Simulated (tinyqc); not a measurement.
Band gaps under pressure and temperature from deformation potentials, step by step. Values are carried at full precision from step to step, so a last printed digit may differ when a step is redone from the rounded ones.

Murnaghan: V/V0 = (1 + Bp P/B0)^(-1/Bp), B0 = (C11 + 2 C12)/3. Each gap moves by a ln(V/V0) with its volume potential a, and falls with temperature by aV T^2/(T + bV) (Varshni); the two effects are added. No change of phase is considered.

Parameters, chosen for this exercise (near those of GaAs, the X and L potentials typical of such crystals; not measured data):
```
symbol  value                  unit    meaning
C11     121                    GPa
C12     57.1                   GPa
Bp      4.33                           pressure derivative of the bulk modulus
P       1.3                    GPa     pressure
Eg      1.489                  eV      gap at Gamma to the s-like level at 0 K, 0 GPa
EgX     1.946                  eV      gap to X at 0 K, 0 GPa
EgL     1.834                  eV      gap to L at 0 K, 0 GPa
aG      -8.49                  eV      volume potential of the Gamma gap
aX      1.51                   eV      volume potential of the X gap
aL      -2.79                  eV      volume potential of the L gap
aV      (0.543, 0.464, 0.582)  meV/K   Varshni alpha of Gamma, X, L
bV      (203, 213, 189)        K       Varshni beta of Gamma, X, L
T       0                      K       temperature
aT      5.8                    1e-6/K  linear thermal expansion near 300 K
```

## Volume under pressure

Give B0, V/V0, ln(V/V0), the change of the lattice constant and the linear estimate -P/B0.

B0 = 78.40 GPa
V/V0 = 0.98411
ln(V/V0) = -0.01601
change of a = -0.532 %
-P/B0 = -0.01658

The stiffening under pressure makes the compression 3.4 % smaller than the linear estimate.

## Gaps at P and T

Give both shifts and the gaps.

pressure shifts (eV): Gamma 0.1360, X -0.0242, L 0.0447

temperature shifts (eV): Gamma 0.0000, X 0.0000, L 0.0000

gaps (eV): Gamma 1.6250, X 1.9218, L 1.8787

The lowest valley is Gamma (direct gap), 254 meV below L; at 0 K and 0 GPa it is Gamma.

## Pressure coefficients

Expand in P: E = E0 + c1 P + c2 P^2 with c1 = -a/B0 and c2 = a Bp/(2 B0^2).

c1 (meV/GPa): Gamma 108.29, X -19.26, L 35.59

c2 (meV/GPa^2): Gamma -2.990, X 0.532, L -0.983

Gamma and L rise under pressure and X falls, as the signs of the volume potentials say.

## Pressures at which the valleys cross

Two gaps meet at ln(V/V0) = -(E_i - E_j)/(a_i - a_j), with the gaps at T and P = 0; then P = (B0/Bp)(exp(-Bp ln(V/V0)) - 1). A dash marks expansion or a compression beyond ln(V/V0) = -0.3.

Crossings:
```
pair,E_i - E_j (eV),ln(V/V0),P (GPa)
Gamma-X,-0.4570,-0.0457,3.96
Gamma-L,-0.3450,-0.0605,5.43
L-X,-0.1120,-0.0260,2.16
```

The lowest valley changes at 3.96 GPa (Gamma to X).

## How much of dE/dT is thermal expansion

At 300 K: dE/dT = -aV T (T + 2 bV)/(T + bV)^2; expansion alone gives 3 aT a; the rest is electron-phonon coupling.

dE/dT (meV/K): Gamma -0.4546, X -0.3840, L -0.4951

from expansion (meV/K): Gamma -0.1477, X 0.0263, L -0.0485

remainder (meV/K): Gamma -0.3068, X -0.4103, L -0.4465

Expansion supplies 32 % of the slope at Gamma and 10 % at L; at X it works against the fall.

## Checks

- Slope of the Gamma gap at P = 0 by finite differences against c1 (meV/GPa): both 108.29.

(tinyqc, `OMP_NUM_THREADS=1 python tinyqc.py 1050268 1050269 out.jsonl`, Intel(R) Xeon(R) Processor @ 2.30GHz, 1 thread, shared host, about 0.01 s.)
